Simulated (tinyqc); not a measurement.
Two-diode model of a solar cell: one step of the calculation.

J is the current delivered and Vj = V + J Rs the junction voltage. J = X JL - J01 (exp(Vj/(n1 Vt)) - 1) - J02 (exp(Vj/(2 Vt)) - 1) - Vj/Rp. The photocurrent does not depend on voltage.

Task. Figures of merit. Jsc at V = 0, Voc at J = 0, the maximum power point where J (1 + 2 Rs G) = G Vj with G = -dJ/dVj; FF = Vmp Jmp/(Voc Jsc); efficiency Vmp Jmp/(X Pin). Empirical fill factor without parasitics FF0 = (v - ln(v + 0.72))/(v + 1), v = Voc/(n1 Vt).

Inputs (values chosen for the exercise); values of the order met in cells of a lead-halide perovskite:
- T = 348 K (temperature)
- JL = 23.3 mA/cm^2 (photocurrent at one sun)
- X = 1 suns (concentration)
- J01 = 2.2e-17 A/cm^2 (saturation current of the first diode)
- n1 = 1 (ideality factor of the first diode)
- Rs = 1.7 ohm cm^2 (series resistance)
- Rp = 5000 ohm cm^2 (shunt resistance)
- Pin = 100 mW/cm^2 (incident power at one sun)
- J02 = 1.4e-9 A/cm^2 (saturation current of the second diode (ideality 2))

Constants: q = 1.602176634e-19 C, kB = 1.380649e-23 J/K, Vt = kB T/q. Results are converted to the units shown.

Find: Jsc; Voc; Vmp; Jmp; FF; efficiency; FF0.

Result.

Jsc = 23.292 mA/cm^2
Voc = 0.98514 V
Vmp = 0.80068 V
Jmp = 21.487 mA/cm^2
FF = 0.74979
efficiency = 17.205 %
FF0 = 0.86666

FF is 13 % below FF0. Removing one loss at a time changes the efficiency by: second diode +2.84, series resistance +0.79, shunt +0.13 points.

tinyqc, about 0.01 s, one thread, Intel Xeon 2.30GHz (shared host): `OMP_NUM_THREADS=1 python tinyqc.py 2280046 2280047 out.jsonl`
